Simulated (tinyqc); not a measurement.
# Gate-all-around wire with two subbands, quantum capacitance: effect of the gate voltage

phi is the Fermi level above the lowest subband edge, in volts; Vg is counted from the gate voltage at which an empty wire would have phi = 0. Both directions of motion are filled (equilibrium).

N1 = gv sqrt(2 md m0 kB T/(pi hbar^2)); n1 = N1 F(phi/Vt), n2 = g2 N1 F((phi - E2)/Vt), n = n1 + n2, F(e) = (1/sqrt(pi)) int_0^infinity u^(-1/2) du/(1 + exp(u - e)); Cq = q dn/dphi = (q N1/Vt) [F'(phi/Vt) + g2 F'((phi - E2)/Vt)]. Cox = 2 pi eps0 eox/ln(1 + tox/rw) per length; Vg = phi + q n/Cox. 1/C_G = 1/Cox + 1/(Cq); dphi/dVg = Cox/(Cox + Cq).

Parameters, values chosen for the exercise: temperature T = 400 K; relative permittivity of the gate insulator (close to hafnium oxide) eox = 22.3; insulator thickness tox = 30 nm; mass along the wire md = 0.3 m0; valley degeneracy gv = 4; second subband above the first E2 = 0.19 eV; orbital degeneracy of the second subband g2 = 2; radius of the wire rw = 5 nm.

Constants: q = 1.602176634e-19 C, kB = 1.380649e-23 J/K, hbar = 1.054571817e-34 J s, m0 = 9.1093837015e-31 kg, Vt = kB T/q, eps0 = 8.8541878128e-14 F/cm where lengths are in cm. Results are converted to the units shown.

The same in every row: Cox (pF/cm) = 6.375.

Effect of the gate voltage:
```
Vg (V),phi (V),n (cm^-1),Cq (pF/cm),C_G (pF/cm),dphi/dVg,share of the second band (%)
-0.2,-0.2009,3.483e4,0.1616,0.1576,0.9753,0.8027
0,-0.05416,2.155e6,8.793,3.696,0.4203,0.9147
0.2,0.004302,7.787e6,22.04,4.945,0.2244,1.377
0.4,0.04551,1.411e7,25.90,5.116,0.1975,2.494
0.6,0.08489,2.050e7,26.25,5.130,0.1954,5.260
0.8,0.1221,2.698e7,30.69,5.279,0.1720,11.08
1,0.1528,3.371e7,40.43,5.507,0.1362,19.25
1.2,0.1774,4.069e7,50.69,5.663,0.1117,27.42
1.4,0.1983,4.782e7,57.88,5.743,0.09923,34.42
1.6,0.2176,5.501e7,61.04,5.772,0.09457,40.12
```

As Vg goes from -0.2 to 1.6, Cq rises from 0.162 to 61.0 pF/cm, C_G/Cox rises from 0.0247 to 0.905 and n rises from 34800 to 5.50e7 cm^-1. Cq is below Cox for Vg = -0.2; there the density of states limits the response dn/dVg more than the insulator does.

tinyqc, about 0.02 s, one thread, Intel Xeon 2.30GHz (shared host): `OMP_NUM_THREADS=1 python tinyqc.py 2200147 2200148 out.jsonl`
